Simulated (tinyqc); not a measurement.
# Floating body of a partially depleted SOI transistor: body voltage and kink, step by step

Numbers from tinyqc (`OMP_NUM_THREADS=1 python tinyqc.py 2182086 2182087 out.jsonl`; about 0.2 s on one thread of a shared Intel Xeon 2.30GHz). Printed values are rounded.

Source at 0 V. Channel current Ic = 2 nf K Vt^2 [F(0) - F(Vd)](1 + la Vd), F(V) = ln^2(1 + exp((Vg - VT - nf V)/(2 nf Vt))), VT = VT0 - gb Vb. Saturation voltage Vs = 2 Vt sqrt(F(0)) + 3 Vt, excess Ve = (Vd - Vs + sqrt((Vd - Vs)^2 + 0.0004 V^2))/2, multiplication M1 = Ai Ve exp(-Bl/Ve). Each junction passes D(v) = J1 (exp(v/Vt) - 1) + J2 (exp(v/(2 Vt)) - 1). Bipolar current Ib = bb J1 (exp(Vb/Vt) - 1). The body settles where M1 (Ic + Ib) = D(Vb) + D(Vb - Vd) + Vb/Rb; drain current Id = (1 + M1)(Ic + Ib) - D(Vb - Vd).

Parameters, values chosen for the exercise; values of the order met in partially depleted silicon-on-insulator transistors: temperature T = 300 K; threshold at zero body voltage VT0 = 0.52 V; fall of the threshold per volt of body voltage gb = 0.15; slope factor nf = 1.36; gain factor per width K = 110 uA/(V^2 um); channel-length modulation factor la = 0.03 1/V; impact-ionisation prefactor Ai = 2.06 1/V; impact-ionisation voltage Bl = 5.9 V; diffusion saturation current of each junction J1 = 4.7e-12 uA/um; recombination saturation current of each junction J2 = 4.2e-8 uA/um; gain of the lateral bipolar transistor on the diffusion current bb = 3; resistance of a weak body tie to the source (1e9 stands for no tie, and the term is then dropped) Rb = 1e9 kohm um; gate voltage Vg = 0.79 V; drain voltage Vd = 1 V.

Constants: q = 1.602176634e-19 C, kB = 1.380649e-23 J/K, Vt = kB T/q. Results are converted to the units shown.

Range of the model: The multiplication law is an empirical form chosen for the exercise; self-heating and capacitive coupling to the body are left out, and the linear laws are rough once Vb passes about 0.7 V or M1 about 0.1.

## Starting value

Vb = 0.4 V.

Vb at the start = 0.4 V

## Iteration 1: new Vb

Current into the body I_in = M1 (Ic + Ib) - D(Vb - Vd), current out I_out = D(Vb) + Vb/Rb; f = ln(I_in/I_out), s = df/dVb by central differences over 1e-5 V, Vb(new) = Vb - f/s.

Ic = 4.55381 uA/um
Ve = 0.679473 V
M1 = 2.37122e-4
I_in = 0.00107987 uA/um
I_out = 1.20791e-4 uA/um
f = 2.19053
s = -23.9519 1/V
Vb after iteration 1 = 0.491456 V

## Iteration 2: new Vb

As before.

Ic = 4.93628 uA/um
Ve = 0.669471 V
M1 = 2.05208e-4
I_in = 0.00101353 uA/um
I_out = 0.00141158 uA/um
f = -0.331273
s = -31.6746 1/V
Vb after iteration 2 = 0.480997 V

## Iteration 3: new Vb

As before.

Ic = 4.89173 uA/um
Ve = 0.670616 V
M1 = 2.08674e-4
I_in = 0.00102117 uA/um
I_out = 0.00102627 uA/um
f = -0.00497842
s = -30.7173 1/V
Vb after iteration 3 = 0.480835 V

## Course of the iteration

Stop when the step is below 1e-10 V, or after 40 iterations.

Course of the iteration:
```
iteration  Vb before the step (V)  step (V)
1                             0.4    0.0915
2                        0.491456   -0.0105
3                        0.480997  -1.62e-4
4                        0.480835  -3.97e-8
5                        0.480835   < 1e-14
```

Converged in 5 iterations.

## Drain current with floating and with grounded body

converged Vb = 0.480835 V

Id and VT at the converged Vb, Id at Vb = 0, their ratio, and the bipolar share Ib/(Ic + Ib).

VT = 0.447875 V
Id, floating = 4.89375 uA/um
Id, grounded = 3.07165 uA/um
ratio = 1.59320
bipolar share = 0.0344620 %

The body rises to 0.481 V and lowers the threshold by 72.1 mV.
